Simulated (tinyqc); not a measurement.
Vacuum evaporation: vapour pressure, source flux, thickness distribution, purity and step coverage: one step, computed by the program tinyqc. Command: `OMP_NUM_THREADS=1 python tinyqc.py 3110199 3110200 out.jsonl evap walk`. One thread of a shared host (Intel(R) Xeon(R) Processor @ 2.30GHz), about 0.01 s of CPU time with the checks.

Molecular flow, unit sticking of the metal, no re-evaporation. The background gas is taken as water vapour (18.015 g/mol, collision diameter 0.37 nm) at 300 K.

Question. Offset source and rotation. Rotating wafer, source offset by s and facing upwards: thickness at radius r is the mean over the angle a of (1 + (r^2 + s^2 - 2 r s cos a)/h^2)^(-(n + 3)/2), by 360 equal steps; non-uniformity (max - min)/(max + min) over 21 radii from 0 to R.

Inputs (values chosen for the exercise, modelled on indium, with constants for the liquid):
```
quantity                         value  unit
directionality n                     1     -
source-to-wafer distance h          62    cm
wafer radius R                     2.5    cm
source offset from the axis s/h   0.69     -
```

Give: centre thickness relative to an axial source; edge over centre, rotating; non-uniformity, rotating.

Answer.

centre thickness relative to an axial source = 0.4590

edge over centre, rotating = 0.9999

non-uniformity, rotating = 0.003665 %
